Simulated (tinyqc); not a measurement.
Inside a calculation. Model: all-pass ring resonator.

Computed by the program tinyqc: `OMP_NUM_THREADS=1 python tinyqc.py 2650025 2650026 out.jsonl`, one thread of a shared Intel Xeon 2.30GHz, about 0.01 s for the whole run. Printed values are rounded.

A ring of length L = 2 pi Rr coupled to one bus waveguide: round-trip amplitude a = 10^(-al L/20), self-coupling t = sqrt(1 - k2). At detuning d from the resonance the round-trip phase is p = 2 pi d/FSR and the transmission T = (a^2 - 2 a t cos p + t^2)/(1 - 2 a t cos p + a^2 t^2). Lossless coupler, linear absorption only.

Values chosen for this exercise; values close to those of silicon nitride waveguides: cold resonance wavelength lam = 1550 nm; ring radius Rr = 50 um; group index ng = 2.14; propagation loss al = 1 dB/cm; power coupling k2 = 0.021; thermo-optic change of the effective index dT = 2.3e-5 1/K; thermal resistance Rt = 14 K/mW; share of the loss that heats the ring fa = 0.3; input power Pin = 0.092 mW; laser detuning from the cold resonance dl = -4.9 pm.

Constants: c = 299792458 m/s. Results are converted to the units shown.

## Resonance parameters

FSR = lam^2/(ng L), finesse F = pi sqrt(a t)/(1 - a t), FWHM = FSR/F, Q = lam/FWHM, Tmin = (a - t)^2/(1 - a t)^2, power build-up k2 a^2/(1 - a t)^2, optical bandwidth c/(lam Q).

a = 0.996390
t = 0.989444
FSR = 3.57355 nm
F = 220.791
FWHM = 16.1852 pm
Q = 95766.3
Tmin = -6.16770 dB
build-up = 104.452
bandwidth = 2.01965 GHz

The ring is overcoupled; critical coupling needs k2 = 1 - a^2 = 0.00721.

## Iteration 1: thermal shift of the resonance

s at the start = 0 pm

T is the transmission at d = dl - s, p = 2 pi d/FSR; out = (lam dT/ng) Rt fa (1 - T) Pin; s(new) = out.

d = -4.9 pm
T = 0.445107
out = 3.57184 pm
s after iteration 1 = 3.57184 pm

## Iteration 2: thermal shift of the resonance

As before.

d = -8.47184 pm
T = 0.638185
out = 2.32900 pm
s after iteration 2 = 2.32900 pm

## Course of the iteration: thermal shift of the resonance

Stop when s changes by less than 1e-7 pm, or after 200 iterations.

Course of the iteration:
```
iteration   s (pm)  |change| (pm)
1          3.57184           3.57
2          2.32900           1.24
3          2.71496          0.386
4          2.58899          0.126
5          2.62951         0.0405
6          2.61641         0.0131
7          2.62064        4.23e-3
8          2.61927        1.36e-3
9          2.61971        4.40e-4
10         2.61957        1.42e-4
11         2.61962        4.59e-5
12         2.61960        1.48e-5
13         2.61961        4.78e-6
14         2.61960        1.54e-6
15         2.61961        4.99e-7
16         2.61961        1.61e-7
17         2.61961        5.20e-8
```

Converged in 17 iterations. At the end each change is about 0.32 times the one before, with alternating sign: linear convergence. The equation has 1 root(s).
